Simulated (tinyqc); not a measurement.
Worked calculation: band-to-band tunnelling across a p-n junction in a two-band chain. Values are carried at full precision from step to step, so a last printed digit may differ when a step is redone from the rounded ones.

Sites alternate A at -Eg/2 and C at +Eg/2 with hopping -t; near the edges, with k counted from the zone boundary pi/a, E^2 = (Eg/2)^2 + (t a k)^2, so t = sqrt(c Eg/m)/a gives the mass m, c = hbar^2/2m0. In the gap cosh(q a) = 1 + (Eg^2/4 - e^2)/(2 t^2), e the energy from the local mid-gap. The potential is V0 = Eg + ov on the p side (left), 0 on the n side, and falls linearly over the 2N sites of the junction, V_j = V0 (1 - j/(2N + 1)), j = 1 to 2N, site 1 being A. E = Eg/2 + x ov. A half chain that ends on a site of level e1 with neighbour e2 has g = (1 + z)/(E - e1), z = exp(-/+ i k a) the root with Im g < 0, cos(k a) = (E - e1)(E - e2)/(2 t^2) - 1. S_L = t^2 g (ending on C, shifted by V0), S_R = t^2 g (starting on A). T = 4 Im(S_L) Im(S_R) |G_(1,2N)|^2.

Constants: hbar^2/2m0 = 3.80998211 eV angstrom^2.

Values chosen for the exercise (gap and mass near those of GaAs; shifted at random, so the results belong to these values and not to a real crystal): Eg = 1.484 eV (gap); m = 0.0769 m0 (mass of electron and light hole); a = 6 angstrom (period (two sites)); ov = 0.42 eV (overlap: top of the valence band on the p side above the conduction edge on the n side); N = 5 (periods in the small junction); x = 0.29 (energy above the n-side conduction edge, as a share of ov).

## Hopping, field and tunnelling length

Form t, V0, E, the field F = V0/((2N + 1) a/2) (1 V/angstrom = 100 MV/cm) and the length Eg/F over which E lies in the gap.

t = 1.4291 eV
V0 = 1.9040 eV
E = 0.8638 eV
F = 5.770 MV/cm
tunnelling length = 25.72 angstrom

So short a junction keeps the matrix small; its field is above the 1 to 3 MV/cm of tunnel diodes.

## Self-energies of the two sides

Form cos(k a) and S for each side.

cos(k a): left -0.869891, right -0.952117

S_L, S_R (eV): -0.14910-0.56524i  0.06090-0.38885i

## Recursive Green function

g_1 = 1/(E - e_1 - S_L); g_j = 1/(E - e_j - t^2 g_(j-1)), with S_R also subtracted at the last site; G_1j = G_1(j-1) (-t) g_j, G_11 = g_1; e_j is the site level plus V_j. The self-energies stand in the order S_L, S_R.

Sweep:

| j | e_j (eV) | g_j (1/eV) | G_1j (1/eV) |
|---|---|---|---|
| 1 | 0.9889 | 0.0750-1.7660i | 0.0750-1.7660i |
| 2 | 2.2998 | -0.1023-0.2322i | 0.5969-0.2333i |
| 3 | 0.6427 | 1.0494-1.1572i | -0.5094+1.3371i |
| 4 | 1.9536 | -0.2016-0.1474i | -0.4283+0.2779i |
| 5 | 0.2965 | 0.9333-0.2869i | 0.4573-0.5463i |
| 6 | 1.6075 | -0.3598-0.0796i | 0.2973-0.2289i |
| 7 | -0.0496 | 0.6009-0.0592i | -0.2359+0.2217i |
| 8 | 1.2613 | -0.6121-0.0456i | -0.2208+0.1786i |
| 9 | -0.3958 | 0.3979-0.0148i | 0.1218-0.1062i |
| 10 | 0.9151 | -0.8971-0.4065i | 0.2178-0.0654i |

T = 0.0455

## WKB for the same field

T = exp(-2 I/F), I = integral of q de across the gap. Continuum: q = sqrt(Eg^2/4 - e^2)/(t a), I = pi Eg^2/(8 t a). Lattice: q from the cosh formula, 12 Gauss-Legendre points in u with e = (Eg/2) sin(u), u from -pi/2 to pi/2. F in V/angstrom is the value in MV/cm over 100.

I (eV/angstrom): continuum 0.100858, lattice 0.100030

T by WKB: continuum 0.0303, lattice 0.0312

The chain gives 0.0455, 1.458 times the lattice WKB value; the exponent is only 3.47, and reflections at the two kinks of the potential count.

## Checks

- G_(1,2N) from the sweep against inversion of the whole matrix (size): both 0.22746.

(tinyqc, `OMP_NUM_THREADS=1 python tinyqc.py 1482436 1482437 out.jsonl`, Intel(R) Xeon(R) Processor @ 2.30GHz, 1 thread, shared host, about 0.01 s.)
